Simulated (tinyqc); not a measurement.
Worked calculation: hydrogen passivation of interface dangling bonds: competing passivation and dissociation with distributed barriers. Computed by tinyqc, a small Python program that keeps every step. Command: `OMP_NUM_THREADS=1 python tinyqc.py 3025904 3025905 out.jsonl passiv walk`. One thread of a shared host (Intel(R) Xeon(R) Processor @ 2.30GHz), about 0.02 s of CPU time with the checks. Intermediate numbers are printed to about 5 digits and carried at full precision; extremes and crossings named in words are read from the listed rows.

P_b + H2 gives P_bH + H at the rate k_f [H2]; P_bH gives P_b + H at the rate k_d. All defects start unpassivated. E_f and E_d are Gaussian and independent.

Inputs (values chosen for the exercise, close to those used for P_b centres at the silicon-oxide interface): defect density N0 = 4.8e+12 1/cm^2; passivation prefactor k_f0 = 4.9e-07 cm^3/s; mean passivation barrier E_f = 1.67 eV; spread sigma_f = 0.041 eV; dissociation prefactor k_d0 = 6e+12 1/s; mean dissociation barrier E_d = 2.59 eV; spread sigma_d = 0.045 eV; H2 in the oxide per atm, solubility factor = 1.2e+18 1/(cm^3 atm); hydrogen pressure p = 1 atm; anneal temperature T = 475 C; anneal time t = 120 s; oxide thickness = 8.6 nm.

Constants: k_B = 8.617333262e-05 eV/K; e = 1.602176634e-19 C; eps_0 = 8.8541878128e-12 F/m.

## Single barriers

[H2] = solubility factor x p; a = k_f0 [H2] exp(-E_f/(k_B T)), d = k_d0 exp(-E_d/(k_B T)). For one pair of barriers the active share is y = [d + a exp(-(a + d) t)]/(a + d). Temperatures in kelvin are T(C) + 273.15.

passivation rate a = 3.3092 1/s

dissociation rate d = 2.1433e-05 1/s

a t = 397.10

steady active share d/(a + d) = 6.4767e-06

active share, single barriers = 6.4767e-06

Passivation has run its course, and the balance with dissociation sets the remainder. Caution: single-barrier shares below about 1e-3 are formal; measured passivation levels off well above them.

## Distributed barriers

Average y over both Gaussians with 40 x 40 Gauss-Hermite points. Active density N0 y; threshold shift if each active defect holds one charge, e N0 y t_ox/(3.9 eps_0).

active share y = 1.0115e-05

active density = 4.8552e+07 1/cm^2

threshold shift = 0.019373 mV

The spread changes the remainder by a factor 1.56: sigma_f/(k_B T) = 0.64 and sigma_d/(k_B T) = 0.70. Caution: densities below a few 1e9 per cm^2 are formal: other defects set the floor in real interfaces.

## Best anneal temperature for this time and pressure

Minimise the averaged y over T between 150 and 900 C: find where ln y is equal at T - 0.05 and T + 0.05 C; T is rounded to 0.1 C.

best temperature = 434.7 C

least active share = 5.0926e-06

Caution: a least active share below 1e-3 is a property of the model; measured passivation levels off well above it. Caution: atomic hydrogen, which both passivates and depassivates, and further passivation during cooling are left out.

## Isochronal anneals

The formulas are those given above.

Active share after the time t:
```
T (C)     a (1/s)     d (1/s)  single barriers  distributed
200    9.5785e-07  1.5511e-15       9.9989e-01   9.9981e-01
250    4.8017e-05  6.7193e-13       9.9425e-01   9.9137e-01
300    1.2158e-03  1.0092e-10       8.6425e-01   8.2785e-01
350    1.8328e-02  6.7812e-09       1.1088e-01   1.7037e-01
400    1.8464e-01  2.4389e-07       1.3211e-06   6.0100e-04
450    1.3515e+00  5.3446e-06       3.9546e-06   6.3779e-06
500    7.6468e+00  7.8566e-05       1.0274e-05   1.5597e-05
600    1.3496e+02  6.7422e-03       4.9953e-05   6.9290e-05
700    1.3205e+03  2.3173e-01       1.7546e-04   2.2831e-04
800    8.4459e+03  4.1197e+00       4.8754e-04   6.0523e-04
```

The distributed share is least at 450 C among these rows, 6.4e-6, and the search puts the optimum at 434.7 C. On the cold side defects with high E_f survive; on the hot side dissociation, with the larger barrier, gains on passivation with an energy E_d - E_f = 0.92 eV. In that row single barriers give 4.0e-6, so the spread raises the floor. Caution: shares below about 1e-3 in these rows are formal; measured passivation levels off well above them.

Checks made by the program: Gauss-Hermite average against a fine uniform grid (relative difference below 1e-10).
